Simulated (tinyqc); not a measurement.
Alloy A(1-x)B(x) by interpolation with bowing, step by step. Values are carried at full precision from step to step, so a last printed digit may differ when a step is redone from the rounded ones.

Each gap follows E(x) = (1 - x) E_A + x E_B - C x (1 - x); the lattice constant follows Vegard, a(x) = (1 - x) a_A + x a_B.

Constants: hc = 1239.841984 eV nm; kB = 8.617333262e-05 eV/K.

Parameters, chosen for this exercise (A near GaAs, B near GaSb; shifted at random, so the results belong to these values and not to a real crystal): a = (5.661, 6.098) angstrom (lattice constant of A, B); x = 0.44 (fraction of B); Eg = (1.528, 0.823) eV (gap at Gamma to the s-like level of A, B); EgX = (1.957, 1.141) eV (gap to the lowest valley along Gamma-X of A, B); EgL = (1.819, 0.883) eV (gap to L of A, B); C = (1.339, 1.402, 1.242) eV (bowing of the Gamma, X and L gaps); Dso = (0.341, 0.75) eV (spin-orbit splitting of A, B); Ep = (25.8, 27) eV (Kane energy of A, B); me = (0.0668, 0.0387) m0 (electron mass at Gamma of A, B); Cs = 0.54 eV (bowing of Dso); md = (0.0394, 0.76, 0.6) m0 (density-of-states masses of Gamma, all X and all L valleys); T = 300 K (temperature).

## Gaps and lattice constant at x

Also give the wavelength hc/E of the lowest gap.

a(x) = 5.8533 angstrom

linear parts (eV): Gamma 1.2178, X 1.5980, L 1.4072

bowing terms C x (1 - x) (eV): Gamma 0.3299, X 0.3455, L 0.3060

gaps (eV): Gamma 0.8879, X 1.2525, L 1.1011

wavelength of the lowest gap = 1396.4 nm

The lowest valley is Gamma, so the gap is direct; the next, L, lies 213 meV higher.

## Where the valleys cross

The difference of two gaps is a quadratic q2 x^2 + q1 x + q0 with q2 = C_i - C_j, q1 = (E_B - E_A - C)_i - (E_B - E_A - C)_j, q0 = E_A,i - E_A,j; give its roots between 0 and 1 (a dash: none).

Crossings:
```
pair         q2      q1      q0  first root  second root
Gamma-X  -0.063   0.174  -0.429           -            -
Gamma-L   0.097   0.134  -0.291           -            -
X-L       0.160  -0.040   0.138           -            -
```

The lowest valley is Gamma at every x.

## Electron mass of the alloy

Mass at Gamma from the Kane formula 1/m = F + Ep (Eg + 2 Dso/3)/(Eg (Eg + Dso)). F is fixed by the masses of A and B and interpolated linearly, as is Ep; Eg and Dso carry their bowing.

Compare with the linear interpolation of the masses.

F of A, B: -0.8879  -1.7530

Ep, Eg, Dso at x (eV): 26.3280  0.8879  0.3879

m(x) from the Kane formula = 0.0394 m0
m(x) linear = 0.0544 m0

The Kane value lies 27.6 % below the linear one.

## Shares of the electrons in the valleys

Non-degenerate: n_i proportional to md_i^(3/2) exp(-E_i/kT).

md^(3/2): Gamma 0.0078, X 0.6626, L 0.4648

(E - E_min)/kT: Gamma 0.00, X 14.10, L 8.25

shares: Gamma 0.985, X 0.000, L 0.015

Gamma holds most electrons (98.5 %).

Computed by tinyqc, a small Python program: `OMP_NUM_THREADS=1 python tinyqc.py 1050938 1050939 out.jsonl` (the numbers bound the seed that draws the inputs); one thread of a shared host (Intel(R) Xeon(R) Processor @ 2.30GHz), about 0.01 s for the whole set of steps.
